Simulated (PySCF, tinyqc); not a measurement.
Worked calculation: RKS/PBE0 in the sto-6g basis, for BeH+, spin multiplicity 1. The lowest restricted solution is unstable here: a spin-polarised one lies 0.0168 hartree lower (PySCF). Computed by tinyqc, a small Python program that keeps every step (integrals from PySCF). Settings: charge = 1, multiplicity = 1, basis = sto-6g, energy threshold = 1e-09, iteration cap = 83, orthogonalisation = symmetric, start = highest core orbitals, DIIS depth = 0, method = RKS, functional = pbe0, grid = [10, 26]. Command: `OMP_NUM_THREADS=1 python tinyqc.py 25096 25097 out.jsonl` (the two numbers bound the seeds that draw the settings). One thread of a shared host (Intel(R) Xeon(R) Processor @ 2.60GHz), about 0.5 s of CPU time with the checks.

Geometry (angstrom):
```
atom       x       y       z
Be    0.0000  0.0000  0.0000
H     0.0000  0.0000  2.4000
```

Stop when the energy changes by less than 1e-09 hartree and every element of the error matrix X^T (F D S - S D F) X is below 9e-06.

Course of the cycle:
```
iteration  E (hartree)     change  largest element of the error matrix
1            -3.503458          -                             3.43e-02
2           -14.463718  -1.10e+01                             2.50e-01
3           -14.461501   2.22e-03                             3.53e-01
4           -14.541609  -8.01e-02                             1.83e-01
5           -14.426891   1.15e-01                             3.51e-01
6           -14.531752  -1.05e-01                             1.93e-01
7           -14.427739   1.04e-01                             3.51e-01
8           -14.532250  -1.05e-01                             1.92e-01
9           -14.427811   1.04e-01                             3.51e-01
10          -14.532250  -1.04e-01                             1.92e-01
11          -14.427802   1.04e-01                             3.51e-01
12          -14.532248  -1.04e-01                             1.92e-01
13          -14.427802   1.04e-01                             3.51e-01
14          -14.532248  -1.04e-01                             1.92e-01
...                ...        ...                                  ...
70          -14.532248  -1.04e-01                             1.92e-01
71          -14.427802   1.04e-01                             3.51e-01
72          -14.532248  -1.04e-01                             1.92e-01
73          -14.427802   1.04e-01                             3.51e-01
74          -14.532248  -1.04e-01                             1.92e-01
75          -14.427802   1.04e-01                             3.51e-01
76          -14.532248  -1.04e-01                             1.92e-01
77          -14.427802   1.04e-01                             3.51e-01
78          -14.532248  -1.04e-01                             1.92e-01
79          -14.427802   1.04e-01                             3.51e-01
80          -14.532248  -1.04e-01                             1.92e-01
81          -14.427802   1.04e-01                             3.51e-01
82          -14.532248  -1.04e-01                             1.92e-01
83          -14.427802   1.04e-01                             3.51e-01
```

Can the last value be used, and what does the course show?

Not by the stop rule. Not converged within the cap of 83 iterations: the residual has stopped falling: the iteration swings between two states. Reruns (cap 100 unless said): DIIS 8: converged in 20; damping 0.5: converged in 35; level shift 0.5: converged in 60; atomic densities as start, DIIS 8: converged in 17; the original settings with a cap of 400: not converged. PySCF RKS in the same basis, fine grid = -14.767652 hartree, which differs from a converged run on this coarse grid by the grid error.
